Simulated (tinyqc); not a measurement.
Inside a calculation. Method: plane-wave Kohn-Sham cycle with exchange-only LDA in a layered model solid. One step of it, computed by the program tinyqc.

Question. Iteration 1: potential. V_H(G) = 4 pi rho(G)/G^2 for G != 0 (uniform background); v_x = -(3 rho/pi)^(1/3); V = V_ext + V_H + v_x; Fourier components f(G_m) = (1/N) sum_j f(x_j) exp(-i G_m x_j).

A solid whose potential varies along x alone (atomic units):
```
parameter                      value
period a                   11.000000
cross-section of the cell  18.000000
electrons per cell                 2
grid points                       16
plane waves -n..n, n               2
k points                           4
V1 in V1 cos(2 pi x/a)     -0.360000
```

density at the start, on the grid x_j = j a/N (e/bohr^3): [0.01010101, 0.01010101, 0.01010101, 0.01010101, 0.01010101, 0.01010101, 0.01010101, 0.01010101, 0.01010101, 0.01010101, 0.01010101, 0.01010101, 0.01010101, 0.01010101, 0.01010101, 0.01010101]

Give: Potentials on the grid; V(G_m), m = 0, 1, 2, ....

Answer.

Potentials on the grid (hartree):
```
x          V_ext     V_H      v_x        V
0.0000   -0.3600  0.0000  -0.2129  -0.5729
0.6875   -0.3326  0.0000  -0.2129  -0.5455
1.3750   -0.2546  0.0000  -0.2129  -0.4674
2.0625   -0.1378  0.0000  -0.2129  -0.3506
2.7500         0  0.0000  -0.2129  -0.2129
3.4375    0.1378  0.0000  -0.2129  -0.0751
4.1250    0.2546  0.0000  -0.2129   0.0417
4.8125    0.3326  0.0000  -0.2129   0.1197
5.5000    0.3600  0.0000  -0.2129   0.1471
6.1875    0.3326  0.0000  -0.2129   0.1197
6.8750    0.2546  0.0000  -0.2129   0.0417
7.5625    0.1378  0.0000  -0.2129  -0.0751
8.2500         0  0.0000  -0.2129  -0.2129
8.9375   -0.1378  0.0000  -0.2129  -0.3506
9.6250   -0.2546  0.0000  -0.2129  -0.4674
10.3125  -0.3326  0.0000  -0.2129  -0.5455
```

V(G_m), m = 0, 1, 2, ... (hartree): [-0.2129, -0.1800, 0.0000, 0.0000, 0.0000]
